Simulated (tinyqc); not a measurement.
## Read current of a NAND string, cells in series solved by shooting: effect of the pass voltage

Cells in series, numbered from 0 at the source line (0 V) to the bit line, each followed by a gap resistance Rg. A cell with gate Vg, threshold VT, source Vs and drain Vd passes I = 2 nf K Vt^2 [F(Vs) - F(Vd)]/(1 + th max(Vg - VT, 0)), F(V) = ln^2(1 + exp((Vg - VT - nf V)/(2 nf Vt))). The selected cell has Vg = Vr, the others Vg = Vp.

For a trial current I start at 0 V and, cell by cell, solve for the drain: sqrt(F(Vd)) = sqrt(F(Vs) - I/k), k = 2 nf K Vt^2/(1 + th max(Vg - VT, 0)), Vd = [Vg - VT - 2 nf Vt ln(exp(sqrt F) - 1)]/nf, then add I Rg. The string current is the I for which the last node reaches Vbl. The apparent threshold is the Vr at which I = Is. Background: all other cells erased (VT = Ve) or all in the highest state (VT = Vh); ratio and shift are high over erased and high minus erased. The string has 128 cells and the selected one is cell 64.

Values chosen for this exercise; values of the order met in vertical NAND strings:

| symbol | value | unit | meaning |
|---|---|---|---|
| T | 300 | K | temperature |
| K | 6.6 | uA/V^2 | gain factor of a cell |
| nf | 1.6 |  | slope factor |
| th | 0.06 | 1/V | mobility reduction factor |
| Rg | 7.1 | kohm | resistance of the gap between cells |
| Vbl | 0.3 | V | bit-line voltage |
| Ve | -1.5 | V | threshold of an erased cell |
| Vh | 4.2 | V | threshold of the highest state |
| Vx | 2.7 | V | threshold of the selected cell |
| Is | 20 | nA | sensing current |
| Vr | 3.91 | V | read voltage on the selected word line |

Constants: q = 1.602176634e-19 C, kB = 1.380649e-23 J/K, Vt = kB T/q. Results are converted to the units shown.

Effect of the pass voltage:

| Vp (V) | I, others erased (uA) | I, others high (uA) | ratio | apparent VT, erased (V) | apparent VT, high (V) | background shift (mV) |
|---|---|---|---|---|---|---|
| 6.3 | 0.06234 | 0.02357 | 0.3781 | 2.842 | 2.988 | 145.3 |
| 6.8 | 0.06448 | 0.02856 | 0.4430 | 2.840 | 2.932 | 92.01 |
| 7.3 | 0.06650 | 0.03313 | 0.4981 | 2.838 | 2.907 | 69.51 |
| 7.8 | 0.06841 | 0.03731 | 0.5454 | 2.836 | 2.891 | 55.56 |
| 8.3 | 0.07022 | 0.04116 | 0.5863 | 2.834 | 2.880 | 45.82 |

As Vp goes from 6.3 to 8.3 V, the current with erased neighbours rises from 0.0623 to 0.0702 uA, that with high neighbours rises from 0.0236 to 0.0412 uA and the ratio rises from 0.378 to 0.586. The background shift falls from 145 to 45.8 mV. A higher pass voltage also disturbs erased cells more, which this model leaves out.

Computed by the program tinyqc: `OMP_NUM_THREADS=1 python tinyqc.py 2142088 2142089 out.jsonl`, one thread of a shared Intel Xeon 2.30GHz, about 0.6 s for the whole run.
